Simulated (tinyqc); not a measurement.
Threshold-voltage variability of a planar MOSFET, analytic estimates: two steps of the calculation.

Three independent sources add in quadrature: random dopants in the depleted layer, metal-gate grains of two orientations, and roughness of the two gate edges acting through the roll-off VT = VT(long) - Vr exp(-L/l). These are first-order estimates: no three-dimensional electrostatics, no percolation.

Parameters, values chosen for the exercise; material values close to those of silicon:
- T = 300 K (temperature)
- Eg = 1.14 eV (band gap)
- eps_r = 11.7 (relative permittivity of the semiconductor)
- Nc = 2.82e19 cm^-3 (conduction-band density of states at T)
- Nv = 2.69e19 cm^-3 (valence-band density of states at T)
- Na = 1.6e18 cm^-3 (channel doping)
- ti = 1 nm (oxide-equivalent thickness in inversion)
- L = 20 nm (gate length)
- W = 23 nm (gate width)
- n = 1.3 (subthreshold factor)
- gI = 15 1/V (gm/I of a matched pair)
- sb = 1.1 % (spread of the gain factor of one device)

Constants: q = 1.602176634e-19 C, kB = 1.380649e-23 J/K, Vt = kB T/q, eps0 = 8.8541878128e-14 F/cm where lengths are in cm. Results are converted to the units shown.

Problem 1. Random dopants. ni = sqrt(Nc Nv) exp(-Eg/(2 Vt)), Eg in volts; Cox = 3.9 eps0/ti; Wd = sqrt(4 eps0 eps_r Vt ln(Na/ni)/(q Na)); dopants: s1 = (q/Cox) sqrt(Na Wd/(3 L W)). The slope A1 = s1 sqrt(L W); mean number of dopants Na L W Wd.

Wanted: Cox; Wd; mean number of dopants; A1; s1.

Solution 1.

Cox = 3.4531 uF/cm^2
Wd = 28.328 nm
mean number of dopants = 20.849
A1 = 0.57030 mV um
s1 = 26.590 mV

Counting alone, 1/sqrt(N) of the depletion voltage q Na Wd/Cox = 210 mV, would give sqrt(3) times more: dopants deep in the layer act less on the surface.

Problem 2. Total spread, mismatch and leakage. s = sqrt(s1^2 + s2^2 + s3^2). For a pair: s(dVT) = sqrt(2) s; current mismatch sqrt(2) sqrt((gI s)^2 + sb^2); input offset = current mismatch/gI. For a Gaussian VT the off current is log-normal with mean/median = exp(s^2/(2 (n Vt)^2)).

s1 = 26.590322 mV
s2 = 31.978253 mV
s3 = 2.7414132 mV

Find: s; s(dVT); current mismatch; input offset; mean/median of Ioff.

Solution 2.

s = 41.68 mV
s(dVT) = 58.94 mV
current mismatch = 88.43 %
input offset = 58.95 mV
mean/median of Ioff = 2.158

Computed by the program tinyqc: `OMP_NUM_THREADS=1 python tinyqc.py 2090136 2090137 out.jsonl`, one thread of a shared Intel Xeon 2.30GHz, about 0.01 s for the whole run.
